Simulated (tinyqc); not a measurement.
Tight binding, honeycomb lattice, step by step. One step of it, computed by the program tinyqc.

Problem. Levels at k. Diagonalise the Hermitian matrix.

H(k) at k (eV):
```
                     A                    B
A             2.059825  -1.234012-0.912697i
B  -1.234012+0.912697i            -2.059590
```

Give: eigenvalues; weights |c|^2 of the basis functions.

Solution.

eigenvalues (eV): -2.5686  2.5688

weights |c|^2 of the basis functions:
```
   band 1  band 2
A  0.0991  0.9009
B  0.9009  0.0991
```
